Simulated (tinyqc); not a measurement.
# Frequency dispersion of an accumulation capacitance by border traps, distributed model, step by step

Computed by the program tinyqc: `OMP_NUM_THREADS=1 python tinyqc.py 2202241 2202242 out.jsonl`, one thread of a shared Intel Xeon 2.30GHz, about 0.5 s for the whole run. Printed values are rounded.

Traps spread evenly through the insulator exchange electrons with the semiconductor by tunnelling, with tau(x) = t0 exp(2 ka x) at depth x from the interface. The admittance per area Y seen at depth x obeys dY/dx = -Y^2/(i w eps0 eox) + q Nb ln(1 + i w tau)/tau, with Y(0) = i w Cs and w = 2 pi f; the gate sees Y(tox) = G + i w C. Working variable y = Y/(i w), in uF/cm^2. Cox = eps0 eox/tox.

Inputs (values chosen for the exercise); permittivity close to that of hafnium oxide: relative permittivity of the insulator eox = 19.9; insulator thickness tox = 8.7 nm; semiconductor capacitance in accumulation Cs = 6.6 uF/cm^2; density of border traps Nb = 1.4e19 cm^-3 eV^-1; decay constant of the wave function in the insulator ka = 5 1/nm; time constant of a trap at the interface t0 = 2e-9 s; frequency f = 100 Hz; depth down to which the steps are taken xe = 1.9 nm.

Constants: q = 1.602176634e-19 C, eps0 = 8.8541878128e-14 F/cm where lengths are in cm. Results are converted to the units shown.

## Scales and lumped estimate

Cox; trap-free value 1/(1/Cox + 1/Cs); response depth d = ln(1/(w t0))/(2 ka), where w tau = 1; lumped estimate: all traps within d act as C_bt = q Nb d placed at d/2, so C = 1/{1/[1/(1/Cs + d/(2 eps0 eox)) + C_bt] + (tox - d/2)/(eps0 eox)}.

Cox = 2.025268 uF/cm^2
trap-free C = 1.549722 uF/cm^2
d = 1.358707 nm
C_bt = 0.3047644 uF/cm^2
lumped C = 1.575127 uF/cm^2

The traps within reach amount to 0.0462 Cs and lie in the first 15.6 % of the insulator.

## Midpoint steps through the active depth

In terms of y: dy/dx = -y^2/(eps0 eox) + s(x), s = q Nb ln(1 + z)/z, z = i w tau. 8 midpoint steps of h = xe/8: y_half = y + (h/2) y'(x, y), y(new) = y + h y'(x + h/2, y_half).

```
point    x (nm)      s (uF/(cm^2 nm))         y (uF/cm^2)
0             0  0.2243047-0.0000001i  6.600000+0.000000i
1        0.2375  0.2243047-0.0000015i  6.112656+0.000000i
2         0.475  0.2243047-0.0000163i  5.698711-0.000001i
3        0.7125  0.2243045-0.0001751i  5.343278-0.000013i
4          0.95  0.2242837-0.0018826i  5.035223-0.000145i
5      1.187500  0.2219155-0.0199198i  4.765997-0.001562i
6         1.425  0.1265690-0.0902427i  4.523992-0.014598i
7      1.662500  0.0163740-0.0326757i  4.274761-0.027296i
8           1.9  0.0015665-0.0054134i  4.043443-0.027272i
```

## Capacitance and conductance at the gate

y at xe = 4.043443-0.027272i uF/cm^2

Beyond xe the traps are ignored, so 1/y(tox) = 1/y(xe) + (tox - xe)/(eps0 eox); C = Re y, G/w = -Im y, loss tangent G/(w C).

y at the gate = 1.579190-0.004160i uF/cm^2
C = 1.579190 uF/cm^2
G/w = 0.004159738 uF/cm^2
loss tangent = 0.002634095

A fine integration over the whole insulator gives C = 1.5784 and G/w = 0.004360 uF/cm^2; the coarse G/w is 4.6 % below that. The fine C is 1.9 % above the trap-free value, and the lumped estimate is 0.21 % below the fine result.
